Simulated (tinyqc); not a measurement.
Molecular dynamics of a small cluster by velocity Verlet steps: one step, computed by the program tinyqc. Command: `OMP_NUM_THREADS=1 python tinyqc.py 3014493 3014494 out.jsonl verlet walk`. One thread of a shared host (Intel(R) Xeon(R) Processor @ 2.30GHz), about 0.1 s of CPU time with the checks.

E = sum_i {sum_j A exp(-p (r_ij/r0 - 1)) - xi sqrt(rho_i)}, rho_i = sum_j exp(-2 q (r_ij/r0 - 1)); the force on i is -sum_j w_ij (R_i - R_j)/r_ij with w_ij = -(2p/r0) A exp(-p (r_ij/r0 - 1)) + (xi q/r0) exp(-2 q (r_ij/r0 - 1)) (rho_i^(-1/2) + rho_j^(-1/2)).

Task: Step 1. Velocity Verlet: a = c F/M with c = 9.648533212e-3 angstrom/fs^2 per eV/(angstrom u); R(new) = R + v dt + a dt^2/2; v(new) = v + (a + a(new)) dt/2. Kinetic energy K = M v^2/(2c); temperature T = 2K/((3N - 3) k_B), rotation of the cluster included.

Inputs (values chosen for the exercise, for model atoms):

| quantity | value | unit |
|---|---|---|
| length r0 | 2.33 | angstrom |
| repulsion A | 0.14 | eV |
| hopping xi | 1.52 | eV |
| decay p | 10.4 | - |
| decay q | 3.32 | - |
| atomic mass M | 38.7 | u |
| time step dt | 2.3 | fs |

Potential: Gupta. Thermostat: none.

starting positions (angstrom):
```
           x      y      z
atom 1     0      0   0.03
atom 2  2.24  -0.02  -0.03
atom 3  1.07   1.91  -0.03
atom 4  1.13   0.62   1.74
```

starting velocities (angstrom/fs):
```
               x         y         z
atom 1  -0.00014  -0.00081   0.00022
atom 2   0.00086  -0.00017  -0.00027
atom 3   0.00012   0.00057   0.00146
atom 4  -0.00084   0.00041  -0.00142
```

Constants: 1 eV/(angstrom u) = 9.648533212e-03 angstrom/fs^2; k_B = 8.617333262e-05 eV/K.

Give: positions after step 1; new forces; velocities after step 1; total energy.

Result:

positions after step 1 (angstrom):
```
            x       y       z
atom 1  0.001  -0.001   0.031
atom 2  2.241  -0.020  -0.030
atom 3  1.070   1.910  -0.026
atom 4  1.128   0.621   1.736
```

new forces (eV/angstrom):
```
             x       y       z
atom 1   1.491   0.806   0.378
atom 2  -1.682   0.986   0.621
atom 3   0.112  -1.836   0.584
atom 4   0.079   0.044  -1.583
```

velocities after step 1 (angstrom/fs):
```
                x          y          z
atom 1   0.000722  -0.000344   0.000444
atom 2  -0.000108   0.000398   0.000089
atom 3   0.000184  -0.000490   0.001802
atom 4  -0.000798   0.000436  -0.002345
```

total energy = -9.643 eV
